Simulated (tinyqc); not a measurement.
Periodic multilayer mirror for extreme ultraviolet light: one step. The first periods. Three cases, with inputs chosen for the exercise.

Problem. List R just above the absorber of period i (counted from the substrate) and the reflectance of a mirror that ends with that period, for i = 1 to 6.

s polarisation, vacuum above. q_j = sqrt(N_j^2 - sin^2 theta); interface r_jk = (q_j - q_k)/(q_j + q_k) exp(-2 (2 pi/lam)^2 q_j q_k sg^2) (Nevot-Croce; sg = 0 if not given); phase factor of a layer x_j = exp(4 pi i q_j d_j/lam). Each period has the spacer (thickness (1 - Gm) L) on top of the absorber (Gm L). In this recursion R is the amplitude; R in tables and results is the reflectance, its squared modulus. The substrate is of the spacer material. Starting with R = 0 in it, each interface upward gives R -> (r + R x)/(1 + r R x), x that of the layer below the interface (1 for the substrate).

Case 1.

r: vacuum/spacer 0.0003941-0.0008544i, spacer/absorber 0.0378549-0.0027425i, absorber/spacer -0.0378549+0.0027425i

x: spacer -0.9316284-0.3460215i, absorber -0.9071343+0.3700754i

Case 2.

r: vacuum/spacer 0.0004003-0.0009684i, spacer/absorber 0.0406182-0.0024953i, absorber/spacer -0.0406182+0.0024953i

x: spacer -0.8838233-0.4527147i, absorber -0.8507096+0.4905321i

Case 3.

r: vacuum/spacer 0.0005892-0.0009004i, spacer/absorber 0.0369450-0.0023822i, absorber/spacer -0.0369450+0.0023822i

x: spacer -0.4836534-0.8664842i, absorber -0.4182990+0.8936364i

Give: Recursion.

Solution.

Case 1.

Recursion:
```
i  R in the spacer  reflectance
1   0.0711-0.0192i       0.0053
2   0.1390-0.0396i       0.0206
3   0.2033-0.0608i       0.0443
4   0.2634-0.0824i       0.0751
5   0.3192-0.1038i       0.1111
6   0.3705-0.1248i       0.1507
```

From 3 to 6 periods the reflectance grows by 3.40; amplitudes adding in phase without loss would give 4.

Case 2.

Recursion:
```
i  R in the spacer  reflectance
1   0.0739-0.0244i       0.0059
2   0.1439-0.0513i       0.0229
3   0.2094-0.0797i       0.0494
4   0.2700-0.1091i       0.0835
5   0.3254-0.1387i       0.1232
6   0.3756-0.1678i       0.1667
```

From 3 to 6 periods the reflectance grows by 3.37; amplitudes adding in phase without loss would give 4.

Case 3.

Recursion:
```
i  R in the spacer  reflectance
1   0.0503-0.0363i       0.0038
2   0.0967-0.0748i       0.0147
3   0.1389-0.1149i       0.0319
4   0.1768-0.1558i       0.0546
5   0.2104-0.1968i       0.0816
6   0.2399-0.2375i       0.1121
```

From 3 to 6 periods the reflectance grows by 3.51; amplitudes adding in phase without loss would give 4.

Computed by tinyqc, one run a case: `OMP_NUM_THREADS=1 python tinyqc.py N N+1 out.jsonl` with N = 1650987, 1651033, 1651478; one thread of a shared Intel(R) Xeon(R) Processor @ 2.30GHz, about 0.01 s a run at most.
